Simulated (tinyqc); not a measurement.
# Worked calculation: p-n heterojunction, non-linear Poisson equation by Newton steps, Boltzmann statistics

Computed by the program tinyqc: `OMP_NUM_THREADS=1 python tinyqc.py 2040002 2040003 out.jsonl`, one thread of a shared Intel Xeon 2.30GHz, about 0.04 s for the whole run. Printed values are rounded.

One dimension, material 1 (p-type) at x < 0 and material 2 (n-type) at x > 0. Band edges: Ec = -psi in material 1 and -psi + dEc in material 2, Ev = Ec - Eg. Flat quasi-Fermi levels: 0 for holes, +V for electrons. n = Nc F((EFn - Ec)/Vt), p = Nv F((Ev - EFp)/Vt), with F(eta) = exp(eta) (Boltzmann statistics); full ionisation, no interface charge, classical densities; the doping types are chosen for the exercise.

Inputs (values chosen for the exercise); band and dielectric values those of a made-up pair: temperature T = 250 K; band gap of material 1 Eg1 = 0.787 eV; relative permittivity of material 1 er1 = 15.7; conduction-band density of states of material 1 Nc1 = 1.6e17 cm^-3; valence-band density of states of material 1 Nv1 = 6.34e18 cm^-3; band gap of material 2 Eg2 = 1.28 eV; relative permittivity of material 2 er2 = 14.3; conduction-band density of states of material 2 Nc2 = 4.47e17 cm^-3; valence-band density of states of material 2 Nv2 = 8.52e18 cm^-3; conduction-band offset Ec2 - Ec1 dEc = 0.65 eV; acceptor density of material 1 N1 = 1.7e16 cm^-3; donor density of material 2 N2 = 7.2e15 cm^-3; bias of side 1 against side 2 V = 0 V.

Constants: q = 1.602176634e-19 C, kB = 1.380649e-23 J/K, Vt = kB T/q, eps0 = 8.8541878128e-14 F/cm where lengths are in cm. Results are converted to the units shown.

## Offsets and end potentials

dEv = Ev1 - Ev2 = Eg2 - Eg1 - dEc. Neutrality of the majority carriers far from the junction: Nv1 F((-psi_L - Eg1)/Vt) = N1 and Nc2 F((V + psi_R - dEc)/Vt) = N2. Total bending psi_R - psi_L.

dEv = -0.157 eV
psi_L = -0.659433 V
psi_R = 0.561059 V
psi_R - psi_L = 1.22049 V

The alignment is staggered (type II): dEc and dEv have opposite signs.

## Permittivity of the intervals

x, node 0 to 10 (nm): -515  -376  -261  -167  -89.4  -26  26  116  270  537  996

er1 or er2; the interface lies midway in its interval, which gets the series value 2 er1 er2/(er1 + er2).

eps_r, interval 0 to 9: 15.7  15.7  15.7  15.7  15.7  14.9673  14.3  14.3  14.3  14.3

## Couplings between neighbouring nodes

a_i = eps0 eps_r/h_i for the interval from node i to i + 1, with h_i = x_(i+1) - x_i in cm.

coupling a_i, interval 0 to 9 (F/cm^2): 1.00008e-7  1.20879e-7  1.47884e-7  1.79138e-7  2.19260e-7  2.54853e-7  1.40683e-7  8.22175e-8  4.74213e-8  2.75849e-8

## Starting potential

material, node 0 to 10: 1  1  1  1  1  1  2  2  2  2  2

psi_L + (psi_R - psi_L)(1 + tanh(x/s))/2 on the inner nodes with s = 130 nm, psi_L and psi_R on the ends.

psi at the start, node 0 to 10 (V): -0.659433  -0.655692  -0.637810  -0.572601  -0.413197  -0.169634  0.071260  0.385632  0.542189  0.560744  0.561059

## Iteration 1: densities, residual and Jacobian diagonal

n_i = Nc F(a_n), a_n = (V - Ec_i)/Vt; p_i = Nv F(a_p), a_p = (Ec_i - Eg)/Vt; rho_i = p_i - n_i + C_i with C = -N1 or +N2; g_i = (n_i + p_i)/Vt. Box widths w_i = (h_(i-1) + h_i)/2 in cm. Residual F_i = a_i (psi_(i+1) - psi_i) - a_(i-1) (psi_i - psi_(i-1)) + q rho_i w_i; Jacobian: a_(i-1) and a_i beside the diagonal, b_i = -a_(i-1) - a_i - q g_i w_i on it. The two end nodes are fixed.

```
node   n (cm^-3)   p (cm^-3)
0        8138.39      1.7e16
1        9681.70  1.42901e16
2        22204.2  6.23092e15
3      4.58137e5  3.01990e14
4      7.48916e8  1.84737e11
5     6.08750e13   2.27273e6
6      9.62569e5     62180.0
7     2.09360e12   0.0285884
8     2.99866e15  1.99598e-5
9     7.09545e15  8.43535e-6
10        7.2e15  8.31286e-6
```

```
node  residual F (C/cm^2)  diagonal b (F/cm^2)
1             -3.72654e-9          -1.57059e-6
2             -1.05486e-8          -7.53008e-7
3             -4.04240e-9          -3.46291e-7
4              5.64643e-9          -3.98407e-7
5             -7.78273e-9          -4.76725e-7
6             -8.97562e-9          -3.95536e-7
7             -1.72858e-8          -2.23091e-7
8              2.17762e-9          -5.99075e-7
9            -2.63151e-10          -1.99051e-6
```

## Iteration 1: Newton step

Solve the tridiagonal system a_(i-1) d_(i-1) + b_i d_i + a_i d_(i+1) = -F_i for nodes 1 to 9, with d = 0 on fixed nodes. Each component d is damped to sign(d) Vt ln(1 + |d|/Vt) before it is added.

Newton step d, before damping, node 1 to 9 (V): -0.005219  -0.036983  -0.112716  -0.164796  -0.233105  -0.263725  -0.255395  -0.031485  -0.000882
psi after iteration 1, node 0 to 10 (V): -0.659433  -0.660365  -0.659341  -0.612019  -0.459677  -0.222843  0.015606  0.330617  0.522783  0.559879  0.561059

## Course of the Newton iteration

Stop when the largest undamped |d| is below 1e-9 V, or after 80 iterations.

Course of the iteration:
```
iteration  largest |F| (C/cm^2)  largest |d| (V)  at node
1                       1.73e-8            0.264        6
2                       1.44e-8            0.204        7
3                       1.19e-8            0.160        7
4                       9.52e-9            0.119        7
5                       7.14e-9           0.0803        7
6                       4.68e-9           0.0470        7
7                       2.44e-9           0.0221        7
8                      8.66e-10          6.87e-3        7
9                      1.38e-10          9.08e-4        7
10                     3.48e-12          1.86e-5        7
11                     1.72e-15          8.03e-9        7
12                      < 1e-20          < 1e-13        7
```

Converged in 12 iterations. Once the step is below 0.1 Vt, 3 more iteration(s) reach the threshold: near the solution the error is roughly squared each time.

## Band edges, densities and displacement

converged psi, node 0 to 10 (V): -0.659433  -0.659312  -0.657613  -0.640638  -0.550693  -0.390192  -0.190441  0.113196  0.461579  0.558591  0.561059

Ec, Ev, n and p as defined; D = a_k (psi_(k+1) - psi_k) on the interval that holds the interface.

```
node   Ec (eV)   Ev (eV)   n (cm^-3)   p (cm^-3)
0     0.659433  -0.12757     8138.39      1.7e16
1     0.659312  -0.12769     8184.12  1.69050e16
2     0.657613  -0.12939     8855.55  1.56233e16
3     0.640638  -0.14636     19472.5  7.10504e15
4     0.550693  -0.23631   1.26662e6  1.09230e14
5     0.390192  -0.39681   2.17869e9  6.35025e10
6     0.840441  -0.43956     5.10217  1.17308e10
7     0.536804  -0.74320   6.74247e6     8876.95
8     0.188421  -1.09158  7.11076e13  8.41718e-4
9     0.091409  -1.18859  6.42070e15  9.32182e-6
10    0.088941  -1.19106      7.2e15  8.31286e-6
```

D = 50.9070 nC/cm^2

## Check against the first integral

Exact first integral: on each side D^2/(2 eps0 er) = G, G = q [Vt (nI_j - nI_b) + Vt (pI_j - pI_b) - C (psi_j - psi_b)], with C = -N1 or +N2, b the neutral end of that side, and nI, pI the densities themselves. D is continuous, so er1 G1(psi_j) = er2 G2(psi_j) fixes psi_j. Ends from Nv1 F((-psi_L - Eg1)/Vt) = N1 and Nc2 F((V + psi_R - dEc)/Vt) = N2. D is counted positive when psi rises towards material 2.

psi_j = -0.310126 V
D = 49.8195 nC/cm^2
psi_j - psi_L = 0.349307 V
psi_R - psi_j = 0.871185 V
Ec1 - EFn at the interface = 0.310126 eV
Ec2 - EFn at the interface = 0.960126 eV

Material 2 takes 71.4 % of the bending. The 11-node mesh gave D = 50.91 nC/cm^2, 2.2 % above the exact value in size.
